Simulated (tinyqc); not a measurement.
Brillouin zone and empty-lattice bands of the hcp structure: one step. Shells of G and Bragg planes. Two cases, with inputs chosen for the exercise.

Question. List the first six shells of G with their number, the structure factor |sum over atoms of exp(i G.tau)|/(atoms per cell), and the distance |G|/2 of the Bragg plane from Gamma.

Primitive vectors a1 = a (1,0,0), a2 = a (-1/2, sqrt3/2, 0), a3 = (0,0,c); atoms at 0 and a1/3 + 2 a2/3 + a3/2. Reciprocal vectors obey a_i.b_j = 2 pi delta_ij; k is given in units of 2 pi/a. Empty-lattice levels are c0 (2 pi/a)^2 |k + G|^2, c0 = hbar^2/2m0. Points: M = (1/2, 1/(2 sqrt3), 0), K = (2/3, 0, 0), A = (0, 0, a/2c), L = M + A, H = K + A.

Give: Shells.

Case 1.

Values chosen (out of a larger set: lattice near that of Co; not measured data): ca = 1.614 (c/a).

Answer.

Shells:
```
|G|^2 ((2 pi/a)^2),number,structure factor,|G|/2 (2 pi/a)
0.3839,2,0.0000,0.3098
1.3333,6,0.5000,0.5774
1.5355,2,1.0000,0.6196
1.7172,12,0.8660,0.6552
2.8688,12,0.5000,0.8469
3.4549,2,0.0000,0.9294
```

The structure factor vanishes at |G|^2 = 0.384 and 3.455: no first-order gap opens on those planes.

Case 2.

Values chosen (out of a larger set: lattice near that of Ru; not measured data): ca = 1.582 (c/a).

Answer.

Shells:
```
|G|^2 ((2 pi/a)^2),number,structure factor,|G|/2 (2 pi/a)
0.3996,2,0.0000,0.3161
1.3333,6,0.5000,0.5774
1.5983,2,1.0000,0.6321
1.7329,12,0.8660,0.6582
2.9316,12,0.5000,0.8561
3.5961,2,0.0000,0.9482
```

The structure factor vanishes at |G|^2 = 0.400 and 3.596: no first-order gap opens on those planes.

Computed by tinyqc, one run a case: `OMP_NUM_THREADS=1 python tinyqc.py N N+1 out.jsonl` with N = 1851044, 1880264; one thread of a shared Intel(R) Xeon(R) Processor @ 2.30GHz, about 0.02 s a run at most.
